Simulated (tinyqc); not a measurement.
Collinear exchange A + BC -> AB + C on a London-Eyring-Polanyi-Sato surface: saddle, string of images and rate: one step, computed by the program tinyqc.

x = r(AB), y = r(BC), r(AC) = x + y. V is counted from separated atoms, the barrier from A + BC, that is V + D(BC).

Question. Frequencies at the saddle. Wilson matrix G = [[1/m_A + 1/m_B, -1/m_B], [-1/m_B, 1/m_B + 1/m_C]]; eigenvalues lambda of G H give nu = 15.6333042 THz x sqrt(|lambda|), the negative one being imaginary. Reactant: nu_BC from k = 2 D beta^2 and 1/m_B + 1/m_C. Skew angle: cos = sqrt(m_A m_C/((m_A + m_B)(m_B + m_C))).

Inputs (values chosen for the exercise, bond data loosely for abstraction of hydrogen from a Ge-H bond by a hydrogen atom; the barrier is not fitted):
```
quantity   value        unit
D(BC)       3.63          eV
beta(BC)    1.45  1/angstrom
mass of A  1.008           u
mass of B  1.008           u
mass of C   72.6           u
```

Hessian (eV/angstrom^2):
```
           x         y
x  -2.727798  6.538739
y   6.538739  4.894359
```

Constants: nu for 1 eV/(angstrom^2 u) = 15.6333042 THz.

Give: imaginary frequency; real frequency at the saddle; nu_BC; skew angle.

Answer.

imaginary frequency = 64.143 THz

real frequency at the saddle = 28.704 THz

nu_BC = 61.256 THz

skew angle = 45.392 degrees
